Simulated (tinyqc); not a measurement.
# Thickness from two neighbouring fringes

Inverse problem. At normal incidence a transparent film with an index between those of air and substrate, taken as constant, has reflectance minima at 2 n1 d = (m + 1/2) lam (small phase shifts at the substrate neglected). Find d and the order m of the shorter wavelength.

Parameters, values chosen for the exercise:
- n1 = 2.036 (index of the transparent film)

wavelengths of two neighbouring reflectance minima (nm): [516, 576.70588]

Answer. Neighbouring orders differ by one: 2 n1 d (1/lam1 - 1/lam2) = 1.

d = 1.20e3 nm
m = 9

Program tinyqc, `OMP_NUM_THREADS=1 python tinyqc.py 2870190 2870191 out.jsonl`; Intel Xeon 2.30GHz, shared host, one thread, about 0.01 s.
